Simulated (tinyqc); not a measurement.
Worked calculation: decay of LO phonons and the hot-phonon bottleneck in the cooling of electrons. Computed by tinyqc, a small Python program that keeps every step. Command: `OMP_NUM_THREADS=1 python tinyqc.py 3017966 3017967 out.jsonl hotphonon walk`. One thread of a shared host (Intel(R) Xeon(R) Processor @ 2.30GHz), about 0.01 s of CPU time with the checks. Intermediate numbers are printed to about 7 digits and carried at full precision; extremes and crossings named in words are read from the listed rows.

n(E, T) = 1/(exp(E/(k_B T)) - 1) is the Bose occupation. Electrons have a temperature T_e; the LO modes within their reach share one occupation N; the decay products stay at the lattice temperature.

Inputs (values chosen for the exercise, modelled on gallium oxide):
```
quantity                                             value    unit
LO energy hbar omega                                  43.1     meV
lifetime at T = 0, tau_0                               2.1      ps
weight b of the three-phonon channel                 0.046       -
lattice temperature T                                  300       K
electron mass m*                                     0.288     m_0
eps_inf                                               3.66       -
static dielectric constant eps_s                      10.4       -
electron density n                                 1.8e+17  1/cm^3
density of LO modes that the electrons reach, N_m  4.4e+18  1/cm^3
power supplied per electron P                         0.21      nW
step factor                                            0.8       -
```

Decay channel: two equal phonons plus a three-phonon channel.

Constants: k_B = 8.617333262e-05 eV/K; c = 299792458 m/s; e^2/(4 pi eps_0) = 14.39964548 eV angstrom; hbar^2/(2 m_0) = 3.80998212 eV angstrom^2; hbar = 6.582119569e-16 eV s; e = 1.602176634e-19 C; k_B = 1.380649e-23 J/K.

## Lifetime and Raman width

Decay rate 1/tau = (1/tau_0) [1 + 2 n_2 + b (1 + 3 n_3 + 3 n_3^2)]/(1 + b), n_2 = n(hbar omega/2), n_3 = n(hbar omega/3). Full width Gamma = 1/(2 pi c tau) in 1/cm, c in cm/s.

thermal factor tau_0/tau = 2.885397

phonon lifetime tau = 0.7278028 ps

Raman width Gamma = 7.294335 1/cm

equilibrium LO occupation N_0 = 0.2327085

Stimulated decay shortens the lifetime by 65 %.

## Spontaneous emission time

Froehlich coupling alpha = (e^2/(4 pi eps_0)) (1/eps_inf - 1/eps_s) k_0/(2 hbar omega), k_0 = sqrt(m* hbar omega/(hbar^2/(2 m_0))); emission time tau_sp = hbar/(2 alpha hbar omega); bottleneck ratio r = (n/N_m) tau/tau_sp.

alpha = 1.688354

emission time tau_sp = 4.522672 fs

bottleneck ratio r = 6.583221

r compares the rate at which electrons exchange quanta with a mode to its decay rate. Exchange outruns decay, so a hot population builds up if the power is high enough. Caution: alpha is above 1/2, so hbar/tau_sp exceeds hbar omega and the emission time, a weak-coupling result, is only rough.

## Electron and phonon temperatures in closed form

Net emission per electron: [(N + 1) x - N]/tau_sp with x = exp(-hbar omega/(k_B T_e)), a simple two-level balance; steady state of the modes: n [(N + 1) x - N]/tau_sp = N_m (N - N_0)/tau; power per electron P = hbar omega [(N + 1) x - N]/tau_sp. With p = P tau_sp/(hbar omega): N = N_0 + r p and x = (p + N)/(N + 1); without hot phonons N = N_0. The mode temperature T_LO solves n(hbar omega, T_LO) = N.

reduced power p = 1.375393e-04

LO occupation N = 0.2336140

electron temperature T_e = 300.6741 K

T_e without hot phonons = 300.1064 K

mode temperature T_LO = 300.5677 K

Hot phonons raise T_e by 1 K. T_LO lies between the lattice and the electrons.

## The same balance by iteration

Eliminating N gives P(T_e) = (hbar omega/tau_sp) [(N_0 + 1) x - N_0]/[1 + r (1 - x)]. Newton steps on ln P against ln T_e, times the step factor, each limited to 0.7 in ln T_e and to keeping a fifth of T_e - T; start at 1.5 T; stop when |ln(P/P(T_e))| < 1e-9 or after 40 steps.

Iterations:
```
step   T_e (K)  P(T_e) (nW)   ln(P/P(T_e))
0     450.0000     48.74965  -5.447346e+00
1     330.0000      9.47460  -3.809262e+00
2     306.0000      1.87436  -2.188916e+00
3     301.2000      0.37394  -5.769944e-01
4     300.6469      0.20154   4.111254e-02
5     300.6682      0.20817   8.750555e-03
6     300.6729      0.20963   1.774476e-03
7     300.6738      0.20993   3.559083e-04
8     300.6740      0.20999   7.122396e-05
9     300.6741      0.21000   1.424679e-05
10    300.6741      0.21000   2.849498e-06
11    300.6741      0.21000   5.699172e-07
12    300.6741      0.21000   1.139866e-07
13    300.6741      0.21000   2.279804e-08
14    300.6741      0.21000   4.559707e-09
15    300.6741      0.21000   9.119450e-10
```

converged (1 yes, 0 no) = 1

T_e from the iteration = 300.6741 K

Converged at step 15.

## Energy relaxation with and without hot phonons

P(T_e) = (hbar omega/tau_sp) [(N_0 + 1) x - N_0]/[1 + r (1 - x)], and r = 0 without hot phonons; energy relaxation time tau_E = (3/2) k_B (T_e - T)/P.

Cooling:
```
T_e (K)  P, cold phonons (nW)  P, hot phonons (nW)     ratio  tau_E (ps)          N
330                  58.14631             9.474600  6.137073  0.06557449  0.2735599
380                  149.3953             25.67852  5.817909  0.06452003  0.3434259
450                  264.0679             48.74965  5.416816  0.06372272  0.4429011
600                  462.4578             97.91814  4.722903  0.06345015  0.6548996
800                  651.9367             160.5693  4.060158  0.06448847  0.9250308
1100                 839.1898             246.4437  3.405199  0.06722748   1.295293
1600                 1021.565             369.1560  2.767299  0.07293028   1.824389
2300                 1158.992             506.8585  2.286619  0.08171801   2.418117
```

Reabsorption cuts the loss by a factor 6.14 at the lowest T_e and 2.29 at the highest; the factor is 1 + r (1 - x) with r = 6.58. tau_E runs from 0.066 to 0.082 ps, with its shortest value, 0.063 ps, at T_e = 600 K, against tau_sp = 4.5 fs and a phonon lifetime of 0.73 ps. For r (1 - x) much above 1 the loss tends to hbar omega (N_m/n)(n(hbar omega, T_e) - N_0)/tau, in which tau_sp no longer appears. Pauli blocking is left out, as are upper valleys and non-parabolic bands, which can matter above about 1000 K.

Checks made by the program: iteration against the closed form (relative difference below 1e-10).
